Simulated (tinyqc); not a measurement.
# Worked calculation: thermionic emission over a Gaussian spread of barriers

Numbers from tinyqc (`OMP_NUM_THREADS=1 python tinyqc.py 2640006 2640007 out.jsonl`; about 0.01 s on one thread of a shared Intel Xeon 2.30GHz). Printed values are rounded.

Metal on an n-type semiconductor with one parabolic valley; V > 0 is forward bias (metal positive). Patches of barrier height b are spread as a Gaussian with mean phi - r2 V and variance sg^2 + r3 V; each carries A* T^2 exp(-b/Vt) [exp(V/Vt) - 1].

Values chosen for this exercise; band and dielectric values close to those of cadmium telluride:
- T = 400 K (temperature)
- me = 0.101 m0 (electron mass)
- phi = 1.2 eV (barrier height seen from the metal)
- sg = 0.04 eV (standard deviation of the barrier heights)
- r2 = -0.048 (shift of the mean barrier per volt, with its sign reversed (rho2))
- r3 = -0.0023 V (change of sg^2 per volt (rho3))
- V = 0.26 V (bias)
- nb = 9 (barrier heights sampled)

Constants: q = 1.602176634e-19 C, kB = 1.380649e-23 J/K, h = 6.62607015e-34 J s, m0 = 9.1093837015e-31 kg, Vt = kB T/q. Results are converted to the units shown.

## Apparent barrier, ideality and current

A* = 4 pi q me m0 kB^2/h^3 (times 1e-4 for A/(cm^2 K^2)). The mean of exp(-b/Vt) gives the apparent barrier phi_ap(V) = phi - r2 V - (sg^2 + r3 V)/(2 Vt), J = A* T^2 exp(-phi_ap/Vt) [exp(V/Vt) - 1], and 1/n = 1 + r2 + r3/(2 Vt).

A* = 12.1375 A/(cm^2 K^2)
phi_ap(0) = 1.17679 eV
phi_ap(V) = 1.19795 eV
n = 1.08857
J = 2.95412e-6 A/cm^2

## The same mean by Simpson's rule

With mean mu and deviation s at this bias, take nb equally spaced b from mu - s^2/Vt - 3.5 s to mu + s, the Gaussian density g(b) and y = g exp(-(b - mu)/Vt); the integral I of y gives phi_ap = mu - Vt ln I.

b, point 0 to 8 (eV): [1.07262, 1.09406, 1.11550, 1.13694, 1.15838, 1.17982, 1.20126, 1.22270, 1.24413]
g, point 0 to 8 (1/eV): [7.26770e-4, 0.0115190, 0.115401, 0.730772, 2.92506, 7.40057, 11.8352, 11.9636, 7.64415]
y, point 0 to 8 (1/eV): [0.0420292, 0.357639, 1.92361, 6.53985, 14.0539, 19.0900, 16.3905, 8.89523, 3.05142]
I = 1.48188
phi_ap = 1.19892 eV

This differs from the closed form by 0.98 meV. The integrand peaks at b = 1.18 eV among these points, below the mean of 1.21 eV: low barriers carry the current.
